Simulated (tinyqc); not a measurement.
Changing the anneal time t: hydrogen passivation and dissociation of interface defects with a spread of activation energies. Computed by tinyqc, a small Python program. Command: `OMP_NUM_THREADS=1 python tinyqc.py 3015432 3015433 out.jsonl passivation sweep`. One thread of a shared host (Intel(R) Xeon(R) Processor @ 2.30GHz), about 0.01 s of CPU time with the checks.

All defects start passivated and lose hydrogen by HP -> P + H; no hydrogen is supplied. Activation energies are normally distributed.

Inputs (values chosen for the exercise, for a model interface):
```
quantity,value,unit
defect density N_0,6.8e+11,cm^-2
mean dissociation energy E_d,2.87,eV
spread s_d,0.088,eV
prefactor k_d0,1.3e+13,1/s
anneal temperature T,800,K
```

Ambient: vacuum.

Constants: k_B = 8.617333262e-05 eV/K.

Method. b = k_d0 exp(-E_d/k_B T); the active share of one kind of site is 1 - exp(-b t). Full average: z from -5 to 5 in steps of 0.125 with normalised weights exp(-z^2/2), energy = mean + spread x z.

One run for each value:
```
anneal time t (s),active share,"active share, single energy"
1.00e+00,2.4407e-05,1.0808e-05
6.00e+00,1.4639e-04,6.4845e-05
3.00e+01,7.3089e-04,3.2418e-04
2.00e+02,4.8233e-03,2.1592e-03
1.00e+03,2.3106e-02,1.0750e-02
6.00e+03,1.1471e-01,6.2789e-02
3.00e+04,3.5677e-01,2.7692e-01
2.00e+05,7.7111e-01,8.8486e-01
1.00e+06,9.6085e-01,9.9998e-01
```

What does the table show, and why?

Over the rows, active share rises from 2.44e-5 to 0.961 (exponent d ln y / d ln x 1.00 between the first rows and 0.14 between the last); active share, single energy rises from 1.08e-5 to 1.000 (exponent d ln y / d ln x 1.00 between the first rows and 0.076 between the last). At the low end the exponent of active share is 1.00, close to 1: early dissociation, linear in time.
